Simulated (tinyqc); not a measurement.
Lattice vibrations of a chain, step by step. One step of it, computed by the program tinyqc.

Problem. Frequencies. omega^2 are the eigenvalues; wavenumber = 521.4708 sqrt(eigenvalue) 1/cm.

D(q) (eV/(angstrom^2 u)):
```
                     1                    2
1             0.689395  -0.209358+1.174373i
2  -0.209358-1.174373i             8.974905
```

Give: eigenvalues; wavenumbers; weights |e|^2 of the mass-weighted modes.

Solution.

eigenvalues: 0.5211  9.1432

wavenumbers (1/cm): 376.4  1576.8

weights |e|^2 of the mass-weighted modes:
```
        mode 1  mode 2
atom 1  0.9805  0.0195
atom 2  0.0195  0.9805
```
